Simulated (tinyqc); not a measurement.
# Permittivity and interlayer from two capacitances

Problem. A two-layer stack has Cox = eps0/(t1/e1 + t2/e2) and EOT = 3.9 eps0/Cox. Find e2, the EOT of layer 1 and, with e1 given, t1.

Inputs (values chosen for the exercise):
```
symbol,value,unit,meaning
e1,3.82,,relative permittivity of layer 1
```

Constants: eps0 = 8.8541878128e-14 F/cm where lengths are in cm. Results are converted to the units shown.

Cox at t2 = 1.7 and 8.5 nm (uF/cm^2): [2.2759887, 1.2858517]

Answer. EOT is linear in t2 with slope 3.9/e2, and its intercept is the EOT of layer 1.

e2 = 22.7
EOT of layer 1 = 1.23 nm
t1 = 1.20 nm

Program tinyqc, `OMP_NUM_THREADS=1 python tinyqc.py 2010131 2010132 out.jsonl`; Intel Xeon 2.30GHz, shared host, one thread, about 0.01 s.
